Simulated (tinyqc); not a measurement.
Inside a calculation: donor near an oxide interface in a gate field (two-state model). Values are carried at full precision from step to step, so a last printed digit may differ when a step is redone from the rounded ones.

Interface at z = 0 (hard wall), donor at z = d, field F pulling electrons to the interface: potential e F z; 1 kV/cm = 1e-5 eV/angstrom, c = hbar^2/2m0, q = e^2/(4 pi eps0), Q = (eps - eo)/(eps + eo). Donor state: E_D = e F d - ED - q Q/(4 eps d), the last term joining the images of ion and electron. Interface state: z exp(-b z/2) exp(-rho^2/(2 L^2)) with E_z = c b^2/(4 mz) + 3 e F/b + q Q b/(8 eps), minimised over b; in the plane at z = 3/b the ion (distance D = d - 3/b) and its image (D' = d + 3/b) give E_rho = c/(mt L^2) - (q/eps)(sqrt(pi)/L)[erfcx(D/L) + Q erfcx(D'/L)], erfcx(x) = exp(x^2) erfc(x), minimised over L. E_I = E_z + E_rho.

Constants: hbar^2/2m0 = 3.80998211 eV angstrom^2; e^2/(4 pi eps0) = 14.39964547 eV angstrom.

Inputs chosen for the exercise (near those of a donor in Si below SiO2, static dielectric constants; the results hold for these values, not for the real material):
```
symbol  value  unit      meaning
d       160    angstrom  depth of the donor
ED      54.5   meV       bulk binding energy
mz      0.908  m0        mass across the interface
mt      0.191  m0        mass in the plane
eps     11.2             dielectric constant of the semiconductor
eo      3.9              dielectric constant of the oxide
F       53.8   kV/cm     field in the semiconductor
aD      21.4   angstrom  donor radius
v       0.6              valley factor
```

## The interface state across the interface

Solve c b/(2 mz) - 3 e F/b^2 + q Q/(8 eps) = 0; give Q, b, the three terms of E_z and <z> = 3/b.

Q = 0.4834
b = 0.08080 1/angstrom

kinetic, field and image terms (meV): [6.85, 19.98, 6.28]

<z> = 37.1 angstrom

The image pushes the electron away from the oxide; without it <z> would be 32.7 angstrom.

## Binding in the plane

Give D, D', the best L, both terms and E_rho.

D, D' (angstrom): [122.9, 197.1]

L = 111.1 angstrom

kinetic and Coulomb terms (meV): [1.62, -11.01]

E_rho = -9.39 meV

The bottom of the well lies at -13.6 meV, so the level is 31 % of the way up; L/D = 0.90. Above the critical field the ionised donor would thus still hold its electron as a dot at the interface.

## Where the electron sits

The two states couple by t = t0 exp(-D/aD) with t0 = q/(eps aD) (2 aD/L) sqrt(aD b/2) v, v a valley factor; this form is an estimate. With detuning u = E_D - E_I the splitting is sqrt(u^2 + 4 t^2) and the lower state has weight (1 - u/sqrt(u^2 + 4 t^2))/2 on the donor.

Give E_D, E_I, t, the splitting and the donor weight.

E_D, E_I (meV): [30.61, 23.71]

t = 0.0415 meV
splitting = 6.90 meV
donor weight = 0.000

The electron is at the interface; the contact hyperfine coupling scales with the donor weight. With this t, the tunnelling time pi hbar/(2t) at a crossing would be 24.9 ps (hbar = 6.58212e-16 eV s); here the detuning is 166 t.

## Critical field

Find F at which E_D = E_I; compare the rule e F d = ED. The crossing width is 4t/(e D), with t and D formed anew at that field.

critical field = 48.1 kV/cm
ED/(e d) = 34.1 kV/cm
width = 0.14 kV/cm

The confinement energy E_z = 30.9 meV raises the field needed and the attraction E_rho = -9.4 meV lowers it; the result is 1.41 times the simple rule.

## Checks

- E_z without images against 1.5 x 6^(2/3)/2 (c (e F)^2/mz)^(1/3), meV: both 26.42.
- E_rho from the radial equation in the full Coulomb well against the Gaussian trial function, meV: both -9.4.

Computed by tinyqc, a small Python program: `OMP_NUM_THREADS=1 python tinyqc.py 1281346 1281347 out.jsonl` (the numbers bound the seed that draws the inputs); one thread of a shared host (Intel(R) Xeon(R) Processor @ 2.30GHz), about 0.1 s for the whole set of steps.
